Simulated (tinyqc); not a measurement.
Mesh against width: smearing for a one-band metal on the bcc lattice.

Lattice vectors (units of a): a1 = (-1/2, 1/2, 1/2), a2 = (1/2, -1/2, 1/2), a3 = (1/2, 1/2, -1/2). E(k) = -t A_1(k) - t2 A_2(k), A_m the sum of cos(k . R) over the 8 nearest and 6 second lattice vectors. Mesh k = sum (j_i/N) b_i, j_i = 0 .. N-1.

With x = (E_k - mu)/sigma: Gaussian f = erfc(x)/2, s = exp(-x^2)/(2 sqrt(pi)); Methfessel-Paxton (first order) f = erfc(x)/2 - x exp(-x^2)/(2 sqrt(pi)), s = (1 - 2 x^2) exp(-x^2)/(4 sqrt(pi)). With weights w = points/N^d (d the dimension), mu solves 2 sum w f = ne; E = 2 sum w f E_k, S = 2 sum w s, F = E - sigma S.

Values chosen for the exercise: t = 1.15 eV (nearest hopping); t2 = 0.33 eV (second hopping); ne = 1.61 (electrons per cell).

Gaussian smearing, (E + F)/2. The reference is F of first-order Methfessel-Paxton smearing with sigma = 0.05 t on the mesh N = 40; it moves by 0.23 meV on the mesh N = 50; in three dimensions such meshes can agree by chance and the reference may be off by about 1 meV, so smaller errors are not resolved.

Errors (meV per cell):
```
N,sigma = 0.05 t,sigma = 0.15 t,sigma = 0.4 t
4,-83.90,-85.30,-88.80
6,0.22,-0.50,2.38
8,33.69,31.57,26.77
12,-6.52,-7.10,-6.10
16,3.70,3.88,2.92
24,0.83,0.84,0.74
```

reference = -1.55591 eV

First N from which the value stays within 2 meV of its last entry (which need not be the best one): none before the last for sigma = 0.05 t, none before the last for sigma = 0.15 t, none before the last for sigma = 0.4 t. At the last mesh the errors are +0.83, +0.84 and +0.74 meV. The 2 meV bar does not tell the widths apart. The smallest error belongs to 0.05 t on 2, 0.15 t on 0, 0.4 t on 4 of the 6 meshes.

Program tinyqc; command `OMP_NUM_THREADS=1 python tinyqc.py 1681366 1681367 out.jsonl`; about 0.2 s on one thread of a shared Intel(R) Xeon(R) Processor @ 2.30GHz.
